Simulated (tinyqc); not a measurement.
How far the spectrum must be known: Lorentz oscillators and the Kramers-Kronig relations.

eps(E) = 1 + sum_j S_j/(E0_j^2 - E^2 - i G_j E).

Kramers-Kronig: eps1(E) = 1 + (2/pi) P integral_0^infinity E1 eps2(E1)/(E1^2 - E^2) dE1. Maclaurin rule on the grid E_j = j h, j = 1 .. M: eps1(E_i) = 1 + (4 h/pi) sum over j with j - i odd of E_j eps2(E_j)/(E_j^2 - E_i^2); nothing is added above E_M.

Values chosen for the exercise (line positions loosely like those of SiC; Lorentz tails absorb below the gap, where the real solid is clear; not measured data):

| symbol | value | unit | meaning |
|---|---|---|---|
| E0 | (5.71, 7.2, 9.16) | eV | resonances |
| G | (1, 1.01, 2.47) | eV | widths |
| S | (58.2, 164.6, 86.4) | eV^2 | strengths |
| E_t | 2.1 | eV | energy below the first line |

The integrals are done by adaptive quadrature and cut at E_cut. f-sum share: (2/pi) integral of E eps2 over sum S. Static share: (2/pi) integral of eps2/E over eps(0) - 1.

Cut integrals:

| E_cut (eV) | eps1(E_t) | f-sum share | static share |
|---|---|---|---|
| 7.3 | 5.455 | 0.439 | 0.664 |
| 10.1 | 7.295 | 0.816 | 0.951 |
| 13.7 | 7.538 | 0.912 | 0.990 |
| 18.3 | 7.579 | 0.943 | 0.997 |
| 27.5 | 7.594 | 0.965 | 0.999 |
| 45.8 | 7.598 | 0.980 | 1.000 |

eps1(E_t) from the formula = 7.599

What can be read from this table?

Cut at 10.1 eV, just above the last line, eps1(E_t) lacks 0.304; cut at 45.8 eV it lacks 0.001. At 13.7 eV the static sum has reached 0.990 and the f-sum only 0.912: the f-sum weights eps2 by E and the static sum by 1/E, so the f-sum needs the far tail.

Program tinyqc; command `OMP_NUM_THREADS=1 python tinyqc.py 1680993 1680994 out.jsonl`; about 0.2 s on one thread of a shared Intel(R) Xeon(R) Processor @ 2.30GHz.
